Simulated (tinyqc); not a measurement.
Sublattice potential against complex hopping: Haldane model. Computed by the program tinyqc. H_AA = delta - 2 t2 sum cos(k.b + phi), H_BB = -delta - 2 t2 sum cos(k.b - phi), H_AB = -t1 (1 + exp(-i k.a1) + exp(-i k.a2)), b = a1, a2 - a1, -a2, m = 3 sqrt3 t2 sin(phi); the sign of the Chern number follows the orientation k1 then k2.

Honeycomb lattice:
```
parameter     value
t1 (eV)    0.880000
t2 (eV)    0.150000
phi (rad)  1.990000
```

Gaps at the two valleys (eV) and Chern number of the lower band (12 x 12 mesh):
```
delta   gap 2|delta - m|  gap 2|delta + m|  Chern number
-1.281             3.986             1.138             0
-0.925             3.274             0.426             0
-0.427             2.278             0.570            -1
0.000              1.424             1.424            -1
0.285              0.854             1.994            -1
0.534              0.356             2.492            -1
0.890              0.356             3.204             0
1.424              1.424             4.272             0
```

What does the comparison show, and why?

Here |m| = 0.7119 eV. For |delta| < |m| the two valleys have masses of opposite sign and the Chern number is +/-1; one gap closes at |delta| = |m|, and beyond it the band is trivial.
